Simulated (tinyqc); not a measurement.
Transfer-length model of a contact: effect of the sheet resistance.

A metal contact of length d and width W on a thin layer of the same width. The metal has no resistance, the sheet resistance under it equals Rsh, and current enters the layer at the front edge x = 0.

Transfer length Lt = sqrt(rc/Rsh); front resistance Rc = (Rsh Lt/W) coth(d/Lt); end resistance Re = (Rsh Lt/W)/sinh(d/Lt).

Inputs (values chosen for the exercise): specific contact resistivity rc = 3.2e-7 ohm cm^2; contact length d = 0.23 um; contact width W = 95 um.

Result of one run:
```
Rsh (ohm/sq)  Lt (um)    d/Lt  Rc W (ohm um)  Re W (ohm um)
22              1.206  0.1907          140.8          138.3
```

What becomes of these results when the sheet resistance of the semiconductor layer Rsh is changed from 22 to 250 ohm/sq, all else the same?

Result of the changed run:
```
Rsh (ohm/sq)  Lt (um)    d/Lt  Rc W (ohm um)  Re W (ohm um)
250            0.3578  0.6429          157.8          130.0
```

The whole series:
```
Rsh (ohm/sq)  Lt (um)     d/Lt  Rc W (ohm um)  Re W (ohm um)
0.85            6.136  0.03749          139.2          139.1
1.9             4.104  0.05604          139.3          139.1
4.3             2.728  0.08431          139.5          139.0
9.7             1.816   0.1266          139.9          138.8
22              1.206   0.1907          140.8          138.3
49             0.8081   0.2846          142.9          137.3
110            0.5394   0.4264          147.5          135.0
250            0.3578   0.6429          157.8          130.0
560            0.2390   0.9622          179.6          119.8
```

Rc W rises from 139 to 180 ohm um while Re W falls from 139 to 120 ohm um; for Rsh going to zero both tend to rc/d = 139 ohm um. A larger Rsh shortens Lt and crowds the current to the front edge.

Computed by the program tinyqc: `OMP_NUM_THREADS=1 python tinyqc.py 2760141 2760142 out.jsonl`, one thread of a shared Intel Xeon 2.30GHz, about 0.01 s for the whole run.
